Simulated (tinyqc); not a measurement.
# Changing the use voltage V_u

Model: time-dependent dielectric breakdown: cell percolation, Weibull statistics, area scaling and voltage extrapolation. Computed by tinyqc, a small Python program. Command: `OMP_NUM_THREADS=1 python tinyqc.py 3020305 3020306 out.jsonl tddb sweep`. One thread of a shared host (Intel(R) Xeon(R) Processor @ 2.30GHz), about 0.01 s of CPU time with the checks.

The oxide is divided into columns of area a^2, each holding m = t_ox/a cells (m is taken as continuous). A share lambda(t) = (t/t_1)^alpha of the cells is defective, and a column whose cells are all defective breaks down.

Inputs (values chosen for the exercise, for a model gate oxide):
```
quantity                                                   value  unit
oxide thickness t_ox                                         5.9    nm
defect cell size a                                           1.5    nm
exponent alpha of defect growth                              0.7     -
time t_1 at which the occupied share would reach 1       7.3e+06     s
test area A                                                 1000  um^2
product area A_u                                           3e+06  um^2
stress voltage V                                            7.69     V
local exponent n = -d ln t/d ln V at the stress voltage       34     -
activation energy E_a                                       0.72    eV
stress temperature T                                         150     C
use temperature T_u                                           85     C
allowed failure fraction F                                  0.01     -
```

Voltage law used: 1/E.

Constants: k_B = 8.617333262e-05 eV/K.

Method:
- Failure fraction F = 1 - (1 - lambda^m)^N with N = A/a^2 columns, which for small lambda^m is 1 - exp(-(t/t63)^beta) with beta = alpha m and t63 = t_1 N^(-1/beta); critical share lambda(t63) = N^(-1/m). 1 um^2 = 1e6 nm^2.
- All three voltage laws share the slope n at the stress voltage. Factor t(V_u)/t(V): E law exp(n (1 - V_u/V)); 1/E law exp(n (V/V_u - 1)); power law (V/V_u)^n.
- Temperatures in kelvin are T(C) + 273.15.
- Temperature factor exp[(E_a/k_B)(1/T_u - 1/T)]; area factor (A/A_u)^(1/beta); percentile factor (-ln(1 - F))^(1/beta); life = t63 x all four; 1 year = 3.15576e7 s.

One run for each value:
```
use voltage V_u (V)  projected life (years)  voltage factor
2.69                             1.7271e+23      2.7933e+27
3.27                             5.6254e+15      9.0981e+19
3.85                             3.3027e+10      5.3414e+14
4.42                             5.1926e+06      8.3980e+10
5.00                             5.4365e+03      8.7925e+07
5.58                             2.3701e+01      3.8332e+05
6.15                             3.0811e-01      4.9832e+03
6.73                             7.8977e-03      1.2773e+02
7.31                             3.6207e-04      5.8559e+00
```

Over the rows, projected life (years) falls from 1.73e23 to 3.62e-4 (exponent d ln y / d ln x -88 between the first rows and -37 between the last); voltage factor falls from 2.79e27 to 5.86 (exponent d ln y / d ln x -88 between the first rows and -37 between the last). The 1/E law makes ln(life) linear in 1/V_u.

Caution (all rows): t_1 is an input here; in a real oxide it changes with thickness at fixed voltage. Caution (rows 2.69, 3.27, 3.85, 4.42): a voltage factor of more than nine decades rests wholly on the chosen law and cannot be tested.
